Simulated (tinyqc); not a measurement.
Tunnel rates from the two plateau currents.

Question. With only the 0-1 transition of a spin-degenerate level in the bias window, I = 2 q G_in G_out/(2 G_in + G_out). Find GL and GR.

Constants: q = 1.602176634e-19 C. Results are converted to the units shown.

sizes of the plateau currents for electrons entering from the left and from the right (pA): [21.427964, 11.202545]

Solution. q/I(left) = 1/GR + 1/(2 GL) and q/I(right) = 1/GL + 1/(2 GR) are linear in 1/GL and 1/GR.

GL = 0.0710 1/ns
GR = 2.30 1/ns

Computed by the program tinyqc: `OMP_NUM_THREADS=1 python tinyqc.py 2780030 2780031 out.jsonl`, one thread of a shared Intel Xeon 2.30GHz, about 0.01 s for the whole run.
